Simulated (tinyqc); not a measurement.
Changing the aspect ratio a: atomic layer deposition: Langmuir saturation, growth per cycle and coating of deep features. Computed by tinyqc, a small Python program. Command: `OMP_NUM_THREADS=1 python tinyqc.py 3009215 3009216 out.jsonl ald sweep`. One thread of a shared host (Intel(R) Xeon(R) Processor @ 2.30GHz), about 0.01 s of CPU time with the checks.

Precursor A sticks only on free sites, so a long enough pulse saturates; co-reactant B then frees the sites again.

Inputs (values chosen for the exercise, modelled on silicon dioxide from an aminosilane and ozone): precursor mass M = 174 u; site density q = 2.8 1/nm^2; sticking probability beta on free sites = 0.021; precursor pressure p = 2.3 Pa; temperature T = 300 C; pulse time t = 0.0049 s; desorption energy E_d = 1.83 eV.

Feature: long trench.

Constants: u = 1.6605390666e-27 kg; k_B = 1.380649e-23 J/K; k_B = 8.617333262e-05 eV/K.

Method:
- Wall flux F = p/sqrt(2 pi M k_B T); rate of filling k_a = beta F/q; desorption k_d = 1e13 exp(-E_d/(k_B T)) per second. 1/m^2 = 1e-18/nm^2.
- Temperatures in kelvin are T(C) + 273.15.
- Diffusion-limited filling (Gordon) of a long trench of width w, hydraulic diameter 2w, so that a is replaced by a/2 in the hole formula: t = (q/F)(1 + 19a/8 + 3a^2/8). Reaction-limited filling needs ln(100)/k_a at any depth, k_a = beta F/q. Flow is molecular. The front picture holds when the modulus (a/2) sqrt(beta) is well above 1.
- Depth reached by the given pulse: solve the same formula for a. Exposure = p x diffusion-limited time; 1 langmuir = 1.33322e-4 Pa s.

One run for each value:
```
aspect ratio a  diffusion-limited time (s)  exposure (langmuir)     modulus
1                               5.4718e-04           9.4396e+00  7.2457e-02
2.2                             1.1731e-03           2.0238e+01  1.5941e-01
4.7                             2.9834e-03           5.1468e+01  3.4055e-01
10                              9.0831e-03           1.5670e+02  7.2457e-01
22                              3.4253e-02           5.9092e+02  1.5941e+00
49                              1.4850e-01           2.5619e+03  3.5504e+00
110                             7.0035e-01           1.2082e+04  7.9703e+00
230                             2.9744e+00           5.1313e+04  1.6665e+01
500                             1.3853e+01           2.3898e+05  3.6228e+01
```

Over the rows, diffusion-limited time (s) rises from 5.47e-4 to 13.9 (exponent d ln y / d ln x 0.97 between the first rows and 2.0 between the last); exposure (langmuir) rises from 9.44 to 239000 (exponent d ln y / d ln x 0.97 between the first rows and 2.0 between the last); modulus rises from 0.0725 to 36.2 (exponent d ln y / d ln x about 1.00 throughout). At the high end the exponent of diffusion-limited time is 1.98, close to 2: diffusion into a deep feature. The wall area to coat grows as a and the conductance to the front falls as 1/a, hence a^2 for deep features.

Caution (rows 1.00, 2.20, 4.70, 10.0, 22.0): the modulus is not well above 1 or the Gordon time is under three times ln(100)/k_a, so there is no sharp front: the Gordon time is only a lower bound and the reaction time must be met as well. Caution (rows 49.0, 110, 230, 500): for a long trench the a/2 rule ignores the ln(a)/a transmission of a slit, so times at large a are too long.
